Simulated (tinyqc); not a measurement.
Worked calculation: inversion layer as a triangular well, valleys of the Si type. Values are carried at full precision from step to step, so a last printed digit may differ when a step is redone from the rounded ones.

Six ellipsoidal valleys with their long axes along the cube axes, mass ml along the axis and mt across it. For a valley whose axis makes the angle theta with the surface normal, 1/m_z = cos^2(theta)/ml + sin^2(theta)/mt sets the confinement; in the plane the masses are m_1 = mt and m_2 = ml mt/m_z, and m_d = sqrt(m_1 m_2).

Constants: e^2/(4 pi eps0) = 14.39964547 eV angstrom; hbar^2/2m0 = 3.80998211 eV angstrom^2; kB = 8.617333262e-05 eV/K.

Parameters, chosen for this exercise (near those of Si; shifted at random, so the results belong to these values and not to a real crystal):
- ml = 0.923 m0 (longitudinal mass)
- mt = 0.192 m0 (transverse mass)
- face = 111 (surface)
- eps = 11.5 (dielectric constant)
- Ns = 0.88 x 1e12/cm^2 (electron sheet density)
- Nd = 0.82 x 1e12/cm^2 (depletion charge)
- eta = 0.75 (share of Ns in the effective field)
- T = 300 K (temperature)
- tox = 17 angstrom (SiO2-equivalent oxide thickness)

## Valley masses on the (111) face

Group the valleys by their angle to the normal, heaviest m_z first.

Valleys (masses in m0):
```
valleys g  cos^2(theta)     m_z     m_1     m_2     m_d
6                0.3333  0.2609  0.1920  0.6793  0.3612
```

All valleys are equivalent on this face.

## Effective field

The field is taken as constant, e F = 4 pi (e^2/4 pi eps0)(Nd + eta Ns)/eps, with 1e12/cm^2 = 1e-4/angstrom^2, and the oxide as a hard wall at z = 0; c = hbar^2/2m0.

Find e F, and F in MV/cm (1 MV/cm = 0.01 V/angstrom).

e F = 0.00232876 eV/angstrom
F = 0.2329 MV/cm

## Subband ladders

Level j of a valley lies at E_j = a_j (c (e F)^2/m_z)^(1/3) above the band edge at the surface, with the Airy zeros a_j = 2.338107, 4.087949, 5.520560, 6.786708, 7.944134, 9.022651, 10.040174, 11.008524, 11.936016, 12.828777, and has <z> = 2 E_j/(3 e F).

The ten lowest levels of all groups of valleys together, j = 0, 1, ..., c = hbar^2/2m0; primes mark the groups with lighter m_z.

Subbands:
```
label  valleys g  m_d (m0)  E (eV)  <z> (angstrom)
0              6    0.3612  0.1004           28.75
1              6    0.3612  0.1756           50.26
2              6    0.3612  0.2371           67.87
3              6    0.3612  0.2915           83.44
4              6    0.3612  0.3412           97.67
5              6    0.3612  0.3875          110.93
6              6    0.3612  0.4312          123.44
7              6    0.3612  0.4728          135.34
8              6    0.3612  0.5126          146.74
9              6    0.3612  0.5509          157.72
```

The second subband is 1, 75.1 meV above the first. Levels above about 0.5 eV lie beyond parabolic valleys.

## Fermi level and populations

Subband i holds n_i = g m_d/(2 pi c) kB T ln(1 + exp((EF - E_i)/kB T)) (spin included), and EF is fixed by sum n_i = Ns over the levels listed or, where none are listed, over j = 0 to 9 of each group; 1e12/cm^2 = 1e-4/angstrom^2.

Solve for EF; c = hbar^2/2m0. The mean distance is sum n_i <z>_i/Ns.

EF = 0.0145 eV

Populations:
```
label  (EF - E)/kB T  n (1e12/cm^2)  share (%)
0              -3.32          0.829       94.2
1              -6.23          0.046        5.2
2              -8.61          0.004        0.5
3             -10.71          0.001        0.1
4             -12.64          0.000        0.0
5             -14.43          0.000        0.0
6             -16.12          0.000        0.0
7             -17.73          0.000        0.0
8             -19.27          0.000        0.0
9             -20.75          0.000        0.0
```

mean distance from the surface = 30.10 angstrom

The lowest subband holds 94.2 % of the electrons and is not degenerate (EF well below its edge).

## Effect on the gate capacitance

The charge sits at the mean distance <z> from the surface, which adds (3.9/eps) <z> to the oxide thickness; C/Cox = tox/(tox + 3.9 <z>/eps). The density-of-states term is left out.

added thickness = 10.21 angstrom
C/Cox = 0.625

## Checks

- Lowest level by finite differences against the Airy formula, eV: both 0.1004.

tinyqc: `OMP_NUM_THREADS=1 python tinyqc.py 1252442 1252443 out.jsonl`; about 0.03 s, one thread, shared Intel(R) Xeon(R) Processor @ 2.30GHz.
